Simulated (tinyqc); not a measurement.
Band gaps under pressure and temperature from deformation potentials: one step. Volume under pressure. Five cases, with inputs chosen for the exercise.

Question. Give B0, V/V0, ln(V/V0), the change of the lattice constant and the linear estimate -P/B0.

Murnaghan: V/V0 = (1 + Bp P/B0)^(-1/Bp), B0 = (C11 + 2 C12)/3. Each gap moves by a ln(V/V0) with its volume potential a, and falls with temperature by aV T^2/(T + bV) (Varshni); the two effects are added. No change of phase is considered.

Give: B0; V/V0; ln(V/V0); change of a; -P/B0.

Case 1.

Values chosen (near those of Ge, the X and L potentials typical of such crystals; shifted at random, so the results belong to these values and not to a real crystal): C11 = 127.5 GPa; C12 = 48.1 GPa; Bp = 4.46 (pressure derivative of the bulk modulus); P = 5 GPa (pressure).

Answer.

B0 = 74.57 GPa
V/V0 = 0.94302
ln(V/V0) = -0.05866
change of a = -1.936 %
-P/B0 = -0.06705

The stiffening under pressure makes the compression 12.5 % smaller than the linear estimate.

Case 2.

Values chosen (near those of GaAs, the X and L potentials typical of such crystals; shifted at random, so the results belong to these values and not to a real crystal): C11 = 122.7 GPa; C12 = 55.7 GPa; Bp = 3.84 (pressure derivative of the bulk modulus); P = 2 GPa (pressure).

Answer.

B0 = 78.03 GPa
V/V0 = 0.97585
ln(V/V0) = -0.02445
change of a = -0.812 %
-P/B0 = -0.02563

The stiffening under pressure makes the compression 4.6 % smaller than the linear estimate.

Case 3.

Values chosen (near those of Ge, the X and L potentials typical of such crystals; shifted at random, so the results belong to these values and not to a real crystal): C11 = 129.2 GPa; C12 = 49.2 GPa; Bp = 4.62 (pressure derivative of the bulk modulus); P = 2.3 GPa (pressure).

Answer.

B0 = 75.87 GPa
V/V0 = 0.97203
ln(V/V0) = -0.02837
change of a = -0.941 %
-P/B0 = -0.03032

The stiffening under pressure makes the compression 6.4 % smaller than the linear estimate.

Case 4.

Values chosen (near those of InP, the X and L potentials typical of such crystals; shifted at random, so the results belong to these values and not to a real crystal): C11 = 100.1 GPa; C12 = 57.1 GPa; Bp = 4.87 (pressure derivative of the bulk modulus); P = 1.4 GPa (pressure).

Answer.

B0 = 71.43 GPa
V/V0 = 0.98146
ln(V/V0) = -0.01872
change of a = -0.622 %
-P/B0 = -0.01960

The stiffening under pressure makes the compression 4.5 % smaller than the linear estimate.

Case 5.

Values chosen (near those of Ge, the X and L potentials typical of such crystals; shifted at random, so the results belong to these values and not to a real crystal): C11 = 128.7 GPa; C12 = 48.9 GPa; Bp = 4.08 (pressure derivative of the bulk modulus); P = 6 GPa (pressure).

Answer.

B0 = 75.50 GPa
V/V0 = 0.93348
ln(V/V0) = -0.06883
change of a = -2.268 %
-P/B0 = -0.07947

The stiffening under pressure makes the compression 13.4 % smaller than the linear estimate.

Computed by tinyqc, one run a case: `OMP_NUM_THREADS=1 python tinyqc.py N N+1 out.jsonl` with N = 1051277, 1051364, 1051366, 1080144, 1080399; one thread of a shared Intel(R) Xeon(R) Processor @ 2.30GHz, about 0.01 s a run at most.
